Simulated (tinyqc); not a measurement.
Rapid thermal processing of a wafer: radiative balance, ramp and cooling, pattern effects, pyrometer error and spike budget: one step, computed by the program tinyqc.

The wafer is opaque and uniform through its thickness unless said otherwise; temperatures in formulas are in kelvin (C + 273.15). sigma = 5.670374419e-12 W/(cm^2 K^4).

Problem. Pattern effect. At steady state a sinusoidal change of absorbed power of relative amplitude a and period p gives the temperature amplitude a q/(dq/dT + k d (2 pi/p)^2); healing length l = sqrt(k d/(dq/dT)); process change = E_a dT/(k_B T^2). Emissivity is taken as unchanged.

Inputs (values chosen for the exercise, modelled on a hot silicon wafer): wafer thickness d = 525 micrometre; thermal conductivity k = 0.3 W/(cm K); wall temperature T_w = 700 K; process temperature = 825 C; relative change of absorptivity over a pattern = 1.9 %; period of the pattern = 6.1 mm; activation energy of the process E_a = 3.46 eV.

dq/dT = 19.13352 mW/(cm^2 K)

holding power q = 4.588351 W/cm^2

Constants: k_B = 8.617333262e-05 eV/K.

Give: healing length l; amplitude without lateral conduction; amplitude; change of the process rate.

Solution.

healing length l = 9.073 mm

amplitude without lateral conduction = 4.556 K

amplitude = 0.05158 K

change of the process rate = 0.1717 %

Lateral conduction cuts the amplitude to 1.1 %, since p/(2 pi l) = 0.11.
